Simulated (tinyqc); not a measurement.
Worked calculation: hot carriers by balance equations with a heated Maxwellian. Computed by tinyqc, a small Python program that keeps every step. Command: `OMP_NUM_THREADS=1 python tinyqc.py 3028184 3028185 out.jsonl hot walk`. One thread of a shared host (Intel(R) Xeon(R) Processor @ 2.30GHz), about 0.02 s of CPU time with the checks. Intermediate numbers are printed to about 7 digits and carried at full precision; extremes and crossings named in words are read from the listed rows.

The carriers follow a Maxwellian at an electron temperature T_e, slightly displaced; the drift energy is neglected against k_B T_e. The balance averages the rate, not the time, so mu_0 lies below the relaxation-time value.

Inputs (values chosen for the exercise, modelled on electrons in germanium):

| quantity | value | unit |
|---|---|---|
| effective mass m | 0.217 | m_0 |
| density rho | 5323 | kg/m^3 |
| sound velocity v_l | 5420 | m/s |
| acoustic deformation potential D_A | 12 | eV |
| phonon energy hbar w | 31.8 | meV |
| optical or intervalley deformation potential D_o | 5.6 | 1e8 eV/cm |
| final valleys Z_f | 3 | - |
| lattice temperature T | 300 | K |
| electric field F | 1.2 | kV/cm |
| mixing | 0.4 | - |
| iteration cap | 300 | - |

Band: parabolic. Solver: damped fixed point.

Constants: k_B = 8.617333262e-05 eV/K; k_B = 1.380649e-23 J/K; e = 1.602176634e-19 C; hbar = 1.054571817e-34 J s; m_0 = 9.1093837015e-31 kg; hbar = 6.582119569e-16 eV s.

## Equilibrium values

Parabolic band: E = hbar^2 k^2/(2 m), speed v = hbar k/m, states per spin, volume and energy g(E) = m k/(2 pi^2 hbar^2). Masses are multiplied by m_0 and all formulas are in SI units. Phonon occupation N_q = 1/(exp(hbar w/(k_B T)) - 1). Acoustic deformation potential (elastic, equipartition, absorption and emission together): 1/tau = 2 pi k_B T D_A^2 g(E)/(hbar rho v_l^2). Optical or intervalley deformation potential: 1/tau = (pi Z_f D_o^2/(rho w)) [N_q g(E + hbar w) + (N_q + 1) g(E - hbar w)], with g = 0 below the band edge. Averages over the Maxwellian, <y> = int y x^(1/2) exp(-x) dx / int x^(1/2) exp(-x) dx with x = E/(k_B T_e), split at x_0 = hbar w/(k_B T_e): 64 Gauss-Legendre points in sqrt(x) below it and 128 in sqrt(x - x_0) above it, up to x = 32. Momentum balance: mu(T_e) = e/(m nu), nu = <x (sum of rates)>/<x>. Power lost per carrier: P(T_e) = hbar w <emission rate - absorption rate> + <(2 m v_l^2/(k_B T)) (E - 2 k_B T) acoustic rate>. Energy relaxation time at weak heating: tau_E = (3/2) k_B / (dP/dT_e), the derivative by a central difference of +/- 0.5 K at T_e = T.

low-field mobility mu_0 = 1563.578 cm^2/(V s)

energy relaxation time tau_E = 1.438610 ps

tau_E is 7.46 times the momentum relaxation time m mu_0/e: energy is lost more slowly than direction, which is why carriers heat.

## Balance functions

The field that sustains T_e follows from e mu F^2 = P.

Against the electron temperature:

| T_e (K) | mu (cm^2/(V s)) | P optical (1e9 eV/s) | P acoustic (1e9 eV/s) | F (kV/cm) | drift velocity (1e7 cm/s) |
|---|---|---|---|---|---|
| 330 | 1472.902 | 2.6255 | 3.458334e-02 | 1.34387 | 0.1979388 |
| 390 | 1329.857 | 7.6273 | 1.127882e-01 | 2.41253 | 0.3208313 |
| 480 | 1176.216 | 14.4850 | 2.502545e-01 | 3.53944 | 0.4163148 |
| 600 | 1035.465 | 22.5568 | 4.663217e-01 | 4.71536 | 0.4882590 |
| 900 | 828.838 | 38.9072 | 1.142250e+00 | 6.95126 | 0.5761468 |
| 1500 | 632.872 | 62.6768 | 2.949277e+00 | 10.18311 | 0.6444602 |
| 2400 | 496.674 | 88.3858 | 6.528503e+00 | 13.82388 | 0.6865965 |
| 3600 | 403.986 | 114.4695 | 1.256475e+01 | 17.73280 | 0.7163800 |

Optical phonons take 99 % of the power in the first row and 90 % in the last. The velocity grows as F^0.83 at first and as F^0.17 at the end, so it levels off; if optical phonons alone set both balances the limit at high T_e would be sqrt(3 hbar w tanh(hbar w/2 k_B T)/(4 m)) = 1.03 in the same unit. Rows above 1400 K (k_B T_e > 0.12 eV) stretch the parabolic band.

## First iteration

Fixed point: T_out = T + (T_e - T) e mu(T_e) F^2/P(T_e), T_new = T_e + mixing (T_out - T_e). Start at T_e = 1.5 T.

mu at the start = 1221.396 cm^2/(V s)

P at the start = 1.248433e+10 eV/s

new T_e = 398.4529 K

## The whole iteration

Start at T_e = 1.5 T; stop when T_e moves by less than 1e-6 K or exceeds 1e6 K.

Course of the iteration:

| iteration | T_e (K) | mu (cm^2/(V s)) | step (K) |
|---|---|---|---|
| 1 | 450.0000 | 1221.396 | 5.154711e+01 |
| 2 | 398.4529 | 1312.830 | 3.054836e+01 |
| 3 | 367.9045 | 1377.649 | 1.804191e+01 |
| 4 | 349.8626 | 1420.667 | 1.062655e+01 |
| 5 | 339.2361 | 1447.925 | 6.246798e+00 |
| 6 | 332.9893 | 1464.681 | 3.667442e+00 |
| 7 | 329.3218 | 1474.785 | 2.151375e+00 |
| ... | ... | ... | ... |
| 29 | 324.1232 | 1489.463 | 1.680708e-05 |
| 30 | 324.1232 | 1489.463 | 9.847148e-06 |
| 31 | 324.1232 | 1489.463 | 5.769374e-06 |
| 32 | 324.1232 | 1489.463 | 3.380235e-06 |
| 33 | 324.1232 | 1489.463 | 1.980455e-06 |
| 34 | 324.1232 | 1489.463 | 1.160335e-06 |
| 35 | 324.1232 | 1489.463 | 6.798317e-07 |

electron temperature T_e = 324.1232 K

Converged in 35 iterations.

## Drift velocity

v = mu(T_e) F; warm-carrier coefficient (mu/mu_0 - 1)/F^2.

mobility mu(T_e) = 1489.463 cm^2/(V s)

drift velocity = 0.1787355 1e7 cm/s

mu/mu_0 = 0.9525990

(mu/mu_0 - 1)/F^2 = -0.03291733 cm^2/kV^2

T_e/T = 1.08; the simple estimate T + (2/3) e mu_0 F^2 tau_E/k_B would give 325 K, close to the result.

Checks made by the program: detailed balance, P(T_e = T) = 0, on the scale of P at 1.1 T (relative difference below 1e-10).
